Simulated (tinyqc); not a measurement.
Electron mobility in a silicon inversion layer, empirical terms and Matthiessen rule: effect of the temperature.

Inversion layer of sheet density Ns on a uniformly doped body. The mobility terms are empirical power laws with prefactors chosen for the exercise; adding their inverses (Matthiessen) is itself an approximation.

Nc and Nv are given at 400 K and scale as (T/400 K)^1.5; Eg is fixed. ni = sqrt(Nc Nv) exp(-Eg/(2 Vt)), Eg in volts; Ndep = sqrt(2 eps0 eps_r Nb (2 Vt ln(Nb/ni) + Vsb)/q); E = q (Ndep + eta Ns)/(eps0 eps_r), in MV/cm. With t = T/(300 K): muC = Ac (Ns/1e12 cm^-2) t/(Nb/1e17 cm^-3 + Nit/1e11 cm^-2), muP = Ap E^(-1/3) t^(-1.75), muS = As E^(-gs); 1/mu is the sum of the inverses.

Values chosen for this exercise; material values close to those of silicon: band gap Eg = 1.11 eV; relative permittivity of the semiconductor eps_r = 11.7; conduction-band density of states at the reference temperature Nc = 4.31e19 cm^-3; valence-band density of states at the reference temperature Nv = 4.11e19 cm^-3; body doping Nb = 1.2e18 cm^-3; reverse body bias Vsb = 0.3 V; weight of the inversion charge in the effective field eta = 0.5; phonon-limited mobility at 1 MV/cm and 300 K Ap = 458 cm^2/(V s); roughness-limited mobility at 1 MV/cm As = 690 cm^2/(V s); exponent of the roughness term gs = 2; Coulomb prefactor Ac = 3000 cm^2/(V s); charge at the interface Nit = 5.9e10 cm^-2; inversion density Ns = 7.1e11 cm^-2.

Constants: q = 1.602176634e-19 C, kB = 1.380649e-23 J/K, Vt = kB T/q, eps0 = 8.8541878128e-14 F/cm where lengths are in cm. Results are converted to the units shown.

Effect of the temperature:
```
T (K),E (MV/cm),muC (cm^2/(V s)),muP (cm^2/(V s)),muS (cm^2/(V s)),mu (cm^2/(V s))
120,0.7690,67.67,2485,1167,62.36
160,0.7627,90.23,1506,1186,79.43
200,0.7557,112.8,1022,1208,93.70
250,0.7461,141.0,694.8,1240,107.1
300,0.7356,169.2,507.4,1275,115.4
350,0.7244,197.4,389.4,1315,119.1
400,0.7124,225.6,310.0,1359,119.1
450,0.6998,253.8,253.7,1409,116.4
```

As T goes from 120 to 450 K, E falls from 0.769 to 0.700 MV/cm and mu goes from 62.4 through a maximum of 119 (at T = 350 and 400 K among the rows listed) to 116 cm^2/(V s). The smallest term is the Coulomb one in the first row and the phonon one in the last. Coulomb scattering weakens and phonon scattering grows with T, hence the maximum. For T = 120 to 160 K dopant freeze-out and degenerate screening, left out here, matter.

Program tinyqc, `OMP_NUM_THREADS=1 python tinyqc.py 2510114 2510115 out.jsonl`; Intel Xeon 2.30GHz, shared host, one thread, about 0.01 s.
